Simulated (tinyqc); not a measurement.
## Schottky barrier on an n-type semiconductor with a doping step, non-linear Poisson equation by Newton steps: Capacitance-voltage profiling

One dimension, metal at x = 0, donor density C(x) = N1 for x < x1 and Nd beyond. Energies are counted from the electron Fermi level of the semiconductor and the conduction-band edge is Ec = -psi, so n = Nc exp(psi/Vt); holes follow the Fermi level of the metal, at -V, so p = Nv exp((V - psi - Eg)/Vt). Ends: psi(0) = V - phiB and psi = Vt ln(Nd/Nc) deep inside. Boltzmann statistics, full ionisation, no current, no image force in the Poisson equation.

The Poisson equation d/dx(eps0 eps_r dpsi/dx) = -q (p - n + C) is solved on a mesh of about 1000 nodes or more that ends in neutral material. C_s = q d/dV of the integral of n over x, from the linearised equation. Probed depth w = eps0 eps_r/C_s; apparent doping N_app = C_s^3/(q eps0 eps_r dC_s/dV), the derivative by central differences over +/- 0.02 V.

Parameters, values chosen for the exercise; band and dielectric values close to those of gallium phosphide: temperature T = 293 K; band gap Eg = 2.22 eV; relative permittivity eps_r = 11.2; conduction-band density of states at T Nc = 1.73e19 cm^-3; valence-band density of states at T Nv = 1.83e19 cm^-3; donor density deep in the semiconductor Nd = 2.2e17 cm^-3; barrier height phiB = 1.1 eV; depth of the doping step x1 = 81 nm; donor density above the step N1 = 2.2e16 cm^-3.

Constants: q = 1.602176634e-19 C, kB = 1.380649e-23 J/K, Vt = kB T/q, eps0 = 8.8541878128e-14 F/cm where lengths are in cm. Results are converted to the units shown.

The same in every row: true C(w) (cm^-3) = 2.20e17.

Result of one run:

| C_s (nF/cm^2) | w (nm) | N_app (cm^-3) | \|E_0\| (kV/cm) |
|---|---|---|---|
| 93.2 | 106 | 2.19e17 | 119 |

Which bias of the metal against the semiconductor V gave this result: 0, -0.25, -0.5, -0.75 or -1 V?

V = 0 V.

The whole series:

| V (V) | C_s (nF/cm^2) | w (nm) | N_app (cm^-3) | \|E_0\| (kV/cm) |
|---|---|---|---|---|
| 0 | 93.2 | 106 | 2.19e17 | 119 |
| -0.25 | 87.9 | 113 | 2.20e17 | 142 |
| -0.5 | 83.4 | 119 | 2.20e17 | 164 |
| -0.75 | 79.5 | 125 | 2.20e17 | 184 |
| -1 | 76.1 | 130 | 2.20e17 | 204 |
| -1.25 | 73.2 | 136 | 2.20e17 | 223 |
| -1.5 | 70.5 | 141 | 2.20e17 | 241 |
| -1.75 | 68.1 | 146 | 2.20e17 | 258 |
| -2 | 66.0 | 150 | 2.20e17 | 275 |

C_s falls from 93.2 to 66.0 nF/cm^2 while the probed depth goes from 106 to 150 nm. The apparent doping stays near 2.20e17 cm^-3. It departs most from the true doping at that depth for V = 0 V, where it is 0.47 % below it; so the doping is read well over the depths probed. The step lies inside the layer that is depleted at zero bias and is not seen.

Computed by the program tinyqc: `OMP_NUM_THREADS=1 python tinyqc.py 2020092 2020093 out.jsonl`, one thread of a shared Intel Xeon 2.30GHz, about 0.08 s for the whole run.
